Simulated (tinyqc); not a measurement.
# Current crowding under a contact, resistor ladder against the transmission-line model: what changes with what

A metal contact of length d and width W on a thin layer of the same width. The metal has no resistance, the sheet resistance under it equals Rsh, and current enters the layer at the front edge x = 0.

Values chosen for this exercise:
```
symbol   value      unit                                      meaning
Rsh       2400    ohm/sq  sheet resistance of the semiconductor layer
rc      3.5e-5  ohm cm^2                 specific contact resistivity
d          2.4        um                               contact length
W          110        um                                contact width
```

Each table varies one quantity; the others keep the values above.

## Effect of the contact resistivity

Transfer length Lt = sqrt(rc/Rsh); front resistance Rc = (Rsh Lt/W) coth(d/Lt); end resistance Re = (Rsh Lt/W)/sinh(d/Lt).

Results:
```
rc (ohm cm^2)  Lt (um)     d/Lt  Rc W (ohm um)
9.3e-7         0.19685   12.192         472.44
2.3e-6         0.30957   7.7527         742.97
5.8e-6         0.49160   4.8821         1180.0
1.4e-5         0.76376   3.1423         1839.9
9e-5            1.9365   1.2394         5498.3
0.00022         3.0277  0.79269          11011
0.00056         4.8305  0.49685          25222
0.0014          7.6376  0.31423          60241
```

Estimate the missing row, rc = 3.6e-5 ohm cm^2.

Computed row:
```
rc (ohm cm^2)  Lt (um)    d/Lt  Rc W (ohm um)
3.6e-5          1.2247  1.9596         3058.5
```

With this row back in the table: Rc W rises from 472 to 60200 ohm um, as rc^(0.50) between the first two rows (d/Lt = 12) and rc^(0.95) between the last two (d/Lt = 0.31); a long contact gives the power 1/2 and a short one 1.

## Convergence with the number of cells

Cut the contact into n cells of length hc = d/n. Neighbouring cell centres are joined by a = W/(Rsh hc), each centre joins the metal (0 V) by g = W hc/rc, and I enters cell 1 through half a cell: -a v_(i-1) + b_i v_i - a v_(i+1) = I for i = 1 and 0 otherwise, b_i = g + 2 a (g + a at both ends). Rc = v_1/I + 1/(2 a). The error is against Transfer length Lt = sqrt(rc/Rsh); front resistance Rc = (Rsh Lt/W) coth(d/Lt); end resistance Re = (Rsh Lt/W)/sinh(d/Lt).

Result of one run:
```
n   hc/Lt  Rc (ohm)  error (%)
1  1.9874    39.439       44.2
```

What becomes of these results when the cells n is changed from 1 to 16, all else the same?

Result of the changed run:
```
n     hc/Lt  Rc (ohm)  error (%)
16  0.12421    27.412      0.202
```

The whole series:
```
n      hc/Lt  Rc (ohm)  error (%)
1     1.9874    39.439       44.2
2    0.99369    30.730       12.3
4    0.49685    28.231       3.20
8    0.24842    27.578      0.807
16   0.12421    27.412      0.202
32  0.062106    27.371     0.0506
64  0.031053    27.360     0.0127
```

The exact Rc is 27.357 ohm. The error falls from 44 % to 0.013 %, by a factor of 4.0 over the last doubling: second order in the cell length.

Program tinyqc, `OMP_NUM_THREADS=1 python tinyqc.py 2760119 2760120 out.jsonl`; Intel Xeon 2.30GHz, shared host, one thread, about 0.01 s.
